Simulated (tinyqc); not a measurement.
From the diamond lattice to a polar crystal: two-band k.p model of the X valleys of a zinc-blende crystal.

k along the valley axis, counted from X, c = hbar^2/2m0, e = c k^2/ml. H = [[e - D/2, i P k], [-i P k, e + D/2]] with P^2 = D0 c/ml, so E = e -/+ sqrt(D^2/4 + D0 e). For D = 0 (diamond lattice) the bands cross at X.

With x = D/D0: for x < 1 the minima lie at k_m = sqrt(ml D0 (1 - x^2)/(4 c)), the hump at X has the height dE = (D0/4)(1 - x)^2 and the mass at the minimum is ml/(1 - x^2); the mass at X is ml/(1 - 1/x), negative for x < 1. For x > 1 the minimum is at X.

Constants: hbar^2/2m0 = 3.80998211 eV angstrom^2.

Values chosen for the exercise (out of a larger set: of the order of those of AlAs; not measured data): D0 = 0.133 eV (coupling energy); ml = 0.659 m0 (mass along the axis from remote bands).

D is varied at fixed D0 and ml.

Results:
```
x     D (eV)  k_m (1/angstrom)  dE (meV)  mass at the minimum
0.00   0.000            0.0758     33.25                0.659
0.30   0.040            0.0723     16.29                0.724
0.60   0.080            0.0607      5.32                1.030
0.80   0.106            0.0455      1.33                1.831
0.90   0.120            0.0331      0.33                3.468
1.10   0.146            0.0000      0.00                7.249
1.30   0.173            0.0000      0.00                2.856
2.00   0.266            0.0000      0.00                1.318
4.00   0.532            0.0000      0.00                0.879
```

What can be read from this table?

At D = 0 the minima lie 0.0758 1/angstrom from X under a cusp of D0/4 = 33 meV, the pattern of silicon. The hump shrinks as (1 - x)^2, faster than k_m, so at x = 0.9 it is only 0.33 meV although k_m is still 44 % of its first value. The mass diverges at x = 1 from both sides (3.47 at 0.9, 7.25 at 1.1), where the band is quartic.

Run: tinyqc, `OMP_NUM_THREADS=1 python tinyqc.py 1850822 1850823 out.jsonl`; Intel(R) Xeon(R) Processor @ 2.30GHz, one thread, shared host; about 0.01 s of CPU time with all checks.
